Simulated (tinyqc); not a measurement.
What moves the results: dielectric confinement in a thin film (image charges). A value that a table varies takes the place of the one given here.

A film |z| < t/2 of dielectric constant eps between half-spaces of dielectric constant e2; lam = (eps - e2)/(eps + e2), q = e^2/(4 pi eps0). The self-energy of a band edge is taken with the high-frequency value, e2 = eh, and the field of a fixed ion with the static one, e2 = eo. A charge at z has images lam^|n| at n t + (-1)^n z. Its self-energy is S(z) = (q/2 eps) sum over n >= 1 of lam^n [1/(n t - 2z) + 1/(n t + 2z)] for odd n and 2 lam^n/(n t) for even n; at the centre S(0) = -(q/(eps t)) ln(1 - lam).

Donor at the centre, lam from the static eo, trial function cos(pi z/t) exp(-rho/l): E(l) = c/(m l^2) - (q/eps) times the integral over k of F(k t) (1 + (k l/2)^2)^(-3/2), with F(x) = F0 + 2 lam exp(-x) G/(1 - lam exp(-x)), F0 = 2[(1 - exp(-x/2))/x + x (1 + exp(-x/2))/(x^2 + 4 pi^2)], G = 2 sinh(x/2)[1/x - x/(x^2 + 4 pi^2)]; c = hbar^2/2m0. The binding energy is -E at the minimum, counted from the subband edge with its self-energy.

Constants: e^2/(4 pi eps0) = 14.39964547 eV angstrom; hbar^2/2m0 = 3.80998211 eV angstrom^2; Ry = 13.60569312 eV.

Values chosen for the exercise (near those of a Si (100) film, two-fold valleys, between layers of HfO2; the results hold for these values, not for the real material):

| symbol | value | unit | meaning |
|---|---|---|---|
| eps | 11.5 |  | dielectric constant of the film |
| eh | 4 |  | high-frequency dielectric constant outside |
| eo | 21.4 |  | static dielectric constant outside |
| m | 0.185 | m0 | mass in the plane |
| mz | 0.93 | m0 | mass across the film |
| ts | (12, 18, 26, 38, 55, 80, 120) | angstrom | thicknesses |
| t | 16 | angstrom | film thickness |

## Thinning the film

<S> is the mean over (2/t) cos^2(pi z/t); confinement c (pi/t)^2/mz; donor binding with and without images.

Results:

| t (angstrom) | <S> (meV) | confinement (meV) | binding, no images (meV) | binding (meV) | l (angstrom) |
|---|---|---|---|---|---|
| 12 | 80.1 | 280.8 | 57.5 | 28.6 | 25.8 |
| 18 | 53.4 | 124.8 | 52.4 | 29.2 | 26.3 |
| 26 | 37.0 | 59.8 | 47.4 | 29.0 | 27.5 |
| 38 | 25.3 | 28.0 | 41.9 | 27.9 | 29.4 |
| 55 | 17.5 | 13.4 | 36.4 | 26.0 | 32.0 |
| 80 | 12.0 | 6.3 | 31.1 | 23.5 | 35.6 |
| 120 | 8.0 | 2.8 | 25.7 | 20.4 | 40.6 |

Between 120 and 12 angstrom the binding goes from 20.4 to 28.6 meV; quantum confinement alone would take it from 25.7 to 57.5, so the images supply -5.3 and -28.9 meV. |<S>| goes as 1/t and exceeds the confinement energy beyond 42 angstrom. For t well above a* = 33 angstrom the separable trial function underbinds, which affects the last rows.

## Choice of the surrounding dielectric

The same film between different dielectrics; in this table one value e2 serves for both eo and eh.

Results:

| case | lam | <S> (meV) | binding (meV) | l (angstrom) |
|---|---|---|---|---|
| e2 = 1 | 0.840 | 158.1 | 289.9 | 16.3 |
| e2 = 2.5 | 0.643 | 91.7 | 177.6 | 17.5 |
| e2 = 3.9 | 0.494 | 61.7 | 132.2 | 18.4 |
| e2 = 7.5 | 0.211 | 22.1 | 79.3 | 20.5 |
| e2 = 16 | -0.164 | -14.7 | 39.2 | 24.2 |
| e2 = 25 | -0.370 | -31.0 | 24.7 | 27.3 |
| e2 = 80 | -0.749 | -56.7 | 7.0 | 38.0 |

The binding spans a factor 41.4, from 290 meV in vacuum to 7.0 meV for e2 = 80; going from 3.9 to 25 changes it by -107.5 meV and the band edge by -92.7 meV, so the binding responds 1.16 times as much as the edge (for an orbit much smaller than t the binding would change by twice the change of S(0), -155.7 meV; here l/t = 1.15 for e2 = 3.9).

## What each parameter does

<S> is the mean over (2/t) cos^2(pi z/t). Each row changes one parameter from the base and keeps the others.

Results:

| case | lam from eh | <S> (meV) | binding (meV) | l (angstrom) |
|---|---|---|---|---|
| base | 0.484 | 60.1 | 29.1 | 26.1 |
| t = 10 angstrom | 0.484 | 96.1 | 28.1 | 25.8 |
| eps = 10.3 | 0.441 | 59.2 | 32.6 | 24.2 |
| eo = 30 | 0.484 | 60.1 | 20.3 | 28.7 |
| eh = 5.2 | 0.377 | 43.5 | 29.1 | 26.1 |
| m = 0.222 m0 | 0.484 | 60.1 | 35.0 | 22.1 |

The largest shifts from the base row, up to three for each result and ties (the steps differ in size, so this ranks the rows, not the parameters). lam from eh: eh -0.107, eps -0.043; unchanged at the printed digits by t, eo and m. <S> (meV): t +36.1, eh -16.5, eps -0.9; unchanged at the printed digits by eo and m. binding (meV): eo -8.8, m +6.0, eps +3.5; unchanged at the printed digits by eh. l (angstrom): m -4.0, eo +2.6, eps -1.9; unchanged at the printed digits by eh.

tinyqc: `OMP_NUM_THREADS=1 python tinyqc.py 1282734 1282735 out.jsonl`; about 0.09 s, one thread, shared Intel(R) Xeon(R) Processor @ 2.30GHz.
